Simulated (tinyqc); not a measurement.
Double-gate transistor below threshold, two-dimensional Poisson equation on a small mesh: course of the iteration: over-relaxation sweep (omega = 1.5).

Half of a symmetric double-gate structure: row 0 is the mid-plane of the body, where the normal field vanishes. Mobile charge is neglected (subthreshold), the body is fully depleted, and potentials are counted from the intrinsic level; rows run upward to the gate, columns from source to drain.

Mesh: rows i = 0..3 in the semiconductor (step hs = tb/3, row 3 on the interface), then 2 step(s) ho = tox/2 up to the gate row 5; columns j = 0..6 (step hy = L/6). Box integration, divided by eps0: up_i = eps hy/h of the interval above row i, dn_i = that of the interval below (0 for row 0), lat_i = (sum of eps h/2 over the intervals above and below)/hy, s_i = -q Na w_i hy/eps0 with w_i the semiconductor height of the box (hs/2 for row 0 and the interface row, hs between, 0 in the insulator). Each free node obeys (up + dn + 2 lat) psi = up psi(above) + dn psi(below) + lat [psi(left) + psi(right)] + s.

Free nodes: rows 0..4, columns 1..5, taken row by row from row 0, left to right. t = (up psi(above) + dn psi(below) + lat [psi(left) + psi(right)] + s)/(up + dn + 2 lat), with the newest neighbours; psi(new) = psi + 1.5 (t - psi).

Stop when the largest change of psi is below 1e-7 V, or after 400 iterations. Fixed values: gate row Vg - Vfb; column 0 at Vbi and the last column at Vbi + Vd in the semiconductor, each running linearly to Vg - Vfb across the insulator.

Values chosen for this exercise; semiconductor permittivity made up:
- eps_r = 13.1 (relative permittivity of the semiconductor)
- eox = 9 (relative permittivity of the insulator)
- tb = 3 nm (half the body thickness)
- tox = 3 nm (insulator thickness)
- L = 27 nm (channel length)
- Na = 5.2e17 cm^-3 (acceptor density of the depleted body)
- Vbi = 0.56 V (potential of the source)
- Vfb = -0.1 V (gate offset)
- Vg = 0 V (gate voltage)
- Vd = 0.5 V (drain voltage)

Constants: q = 1.602176634e-19 C, eps0 = 8.8541878128e-14 F/cm where lengths are in cm. Results are converted to the units shown.

psi at the start (fixed values on the edges, free nodes at the gate value) (V):
```
,j=0,j=1,j=2,j=3,j=4,j=5,j=6
row 0,0.56000,0.10000,0.10000,0.10000,0.10000,0.10000,1.06000
row 1,0.56000,0.10000,0.10000,0.10000,0.10000,0.10000,1.06000
row 2,0.56000,0.10000,0.10000,0.10000,0.10000,0.10000,1.06000
row 3,0.56000,0.10000,0.10000,0.10000,0.10000,0.10000,1.06000
row 4,0.33000,0.10000,0.10000,0.10000,0.10000,0.10000,0.58000
row 5,0.10000,0.10000,0.10000,0.10000,0.10000,0.10000,0.10000
```

```
row,up,dn,lat,s (V)
0,58.95,0,1.45556,-0.0211713
1,58.95,58.95,2.91111,-0.0423426
2,58.95,58.95,2.91111,-0.0423426
3,27,58.95,2.95556,-0.0211713
4,27,27,3,0
```

Course of the iteration:
```
iteration,"psi at row 0, j = 3 (V)",largest |change| of one entry (V)
1,0.0994881,0.117
2,0.0985526,0.0976
3,0.0978228,0.0839
4,0.0981627,0.0858
5,0.100925,0.0614
6,0.106349,0.0278
7,0.114893,0.0196
8,0.123877,0.0165
9,0.132730,0.0124
...,...,...
47,0.169194,7.22e-7
48,0.169194,5.62e-7
49,0.169195,4.37e-7
50,0.169195,3.40e-7
51,0.169195,2.64e-7
52,0.169195,2.05e-7
53,0.169196,1.60e-7
54,0.169196,1.24e-7
55,0.169196,9.66e-8
```

Did this iteration meet its convergence test, and what does its course show?

Yes. Converged in 55 iterations. At the end each change is about 0.78 times the one before: linear convergence.

Program tinyqc, `OMP_NUM_THREADS=1 python tinyqc.py 2480137 2480138 out.jsonl`; Intel Xeon 2.30GHz, shared host, one thread, about 0.2 s.
